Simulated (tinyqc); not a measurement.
What moves the results: thin-film optics by transfer matrices. A value that a table varies takes the place of the one given here.

Indices N = n + i k. Snell: N0 sin(theta) = N_j sin(theta_j), with Im(N_j cos theta_j) >= 0. Admittance y_j = N_j cos theta_j for s and N_j/cos theta_j for p. Phase delta_j = 2 pi N_j cos theta_j d_j/lambda. Layer matrix [[cos delta, -i sin delta/y], [-i y sin delta, cos delta]], multiplied from the top down to M. (B, C) = M (1, y_sub); r = (y0 B - C)/(y0 B + C), R = |r|^2, T = 4 Re y0 Re y_sub/|y0 B + C|^2, absorbed in the films 1 - R - T.

Ellipsometry: rho = tan(Psi) exp(i Delta) = -conj(r_p/r_s) with the r of the admittance formula, Delta in 0 to 360 degrees, so that a bare dielectric at small angles gives Delta = 180.

Values chosen for the exercise (indices near those of resist, SiO2 on W; not measured data): lam = 193 nm (vacuum wavelength); n0 = 1 (ambient index); n = (1.688, 1.562, 1.305) (n of resist, SiO2, substrate); k = (0.019, 0, 2.867) (k in the same order); d = (696, 15) nm (thicknesses, top first); theta = 60 degrees (angle of incidence); pol = s (polarisation).

## Swing curve: thickness of the top film

The first entry of d takes the values listed.

Stack:
```
d_1 (nm)       R       T  absorbed
696.0     0.3419  0.1050    0.5531
707.1     0.4439  0.0876    0.4684
718.2     0.4184  0.0908    0.4909
729.3     0.2665  0.1127    0.6208
740.4     0.0830  0.1375    0.7796
751.5     0.1394  0.1256    0.7349
762.6     0.3274  0.0962    0.5764
773.7     0.4243  0.0813    0.4944
784.8     0.3998  0.0839    0.5163
795.9     0.2580  0.1021    0.6399
807.0     0.0938  0.1218    0.7844
818.1     0.1437  0.1123    0.7440
829.2     0.3151  0.0880    0.5969
```

R swings between 0.0830 and 0.4439 on these points. The period is lambda/(2 Re(N_1 cos theta_1)) = 66.6 nm, six rows. The swing shrinks from 0.3610 in the first period to 0.3305 in the second, as the film absorbs the wave that returns from below. The swing ratio (max - min)/mean is 1.28.

## Angle of incidence

Both polarisations.

Stack:
```
theta (degrees)     R_s     R_p    Psi   Delta
0                0.0163  0.0163  45.00  180.00
15               0.0282  0.0256  43.64  171.50
30               0.3016  0.2180  40.37  177.52
45               0.0509  0.0253  35.15   94.62
55               0.4118  0.0892  24.96  171.65
60               0.3419  0.0565  22.13  225.47
65               0.1608  0.0848  35.99  301.72
70               0.1941  0.1572  41.98   15.68
75               0.4647  0.2138  34.15   31.97
80               0.6836  0.2793  32.59   25.42
85               0.8453  0.4676  36.64   12.42
```

R_s and R_p agree at normal incidence (0.0163). R_p is lowest at 0 degrees of those listed (0.0163), where R_s = 0.0163: the two agree there by symmetry, and no oblique row falls below it. R_s does not rise steadily, because the phase thickness of the films changes with the angle.

## Sensitivity of the reflectance

R for both polarisations. Each row changes one parameter from the base and keeps the others.

Results:
```
case                          R_s     R_p     T_s
base                       0.3419  0.0565  0.1050
d = (701, 15) nm           0.4041  0.0549  0.0945
n = (1.722, 1.562, 1.305)  0.4559  0.0618  0.0878
k = (0.019, 0, 3.164)      0.3396  0.0632  0.0953
lam = 198 nm               0.0563  0.0661  0.1567
theta = 65 degrees         0.1608  0.0848  0.1295
```

The largest shifts from the base row, up to three for each result and ties (the steps differ in size, so this ranks the rows, not the parameters). R_s: lam -0.2856, theta -0.1811, n +0.1140. R_p: theta +0.0283, lam +0.0095, k +0.0067. T_s: lam +0.0517, theta +0.0245, n -0.0172.

tinyqc: `OMP_NUM_THREADS=1 python tinyqc.py 1681032 1681033 out.jsonl`; about 0.01 s, one thread, shared Intel(R) Xeon(R) Processor @ 2.30GHz.
